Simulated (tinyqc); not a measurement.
Worked calculation: plane-wave Kohn-Sham cycle with exchange-only LDA in a layered model solid. One step of it, computed by the program tinyqc.

Question. Iteration 2: potential. V_H(G) = 4 pi rho(G)/G^2 for G != 0 (uniform background); v_x = -(3 rho/pi)^(1/3); V = V_ext + V_H + v_x; Fourier components f(G_m) = (1/N) sum_j f(x_j) exp(-i G_m x_j).

A solid whose potential varies along x alone (atomic units):
```
parameter                      value
period a                   11.700000
cross-section of the cell   8.000000
electrons per cell                 4
grid points                       16
plane waves -n..n, n               3
k points                           1
V1 in V1 cos(2 pi x/a)     -0.280000
```

density after iteration 1 (e/bohr^3): 0.04146151  0.04435642  0.04824586  0.04713533  0.04276724  0.03975924  0.03921309  0.03968919  0.03996647  0.03968919  0.03921309  0.03975924  0.04276724  0.04713533  0.04824586  0.04435642

Give: Potentials on the grid; V(G_m), m = 0, 1, 2, ....

Answer.

Potentials on the grid (hartree):
```
x          V_ext      V_H      v_x        V
0.0000   -0.2800   0.1285  -0.3408  -0.4924
0.7312   -0.2587   0.1309  -0.3486  -0.4763
1.4625   -0.1980   0.1219  -0.3585  -0.4345
2.1938   -0.1072   0.0790  -0.3557  -0.3839
2.9250         0   0.0084  -0.3444  -0.3360
3.6562    0.1072  -0.0633  -0.3361  -0.2923
4.3875    0.1980  -0.1165  -0.3346  -0.2531
5.1188    0.2587  -0.1466  -0.3359  -0.2238
5.8500    0.2800  -0.1561  -0.3367  -0.2127
6.5812    0.2587  -0.1466  -0.3359  -0.2238
7.3125    0.1980  -0.1165  -0.3346  -0.2531
8.0437    0.1072  -0.0633  -0.3361  -0.2923
8.7750         0   0.0084  -0.3444  -0.3360
9.5062   -0.1072   0.0790  -0.3557  -0.3839
10.2375  -0.1980   0.1219  -0.3585  -0.4345
10.9688  -0.2587   0.1309  -0.3486  -0.4763
```

V(G_m), m = 0, 1, 2, ... (hartree): -0.3441  -0.0671  -0.0042  -0.0029  -0.0001  0.0001  0.0000
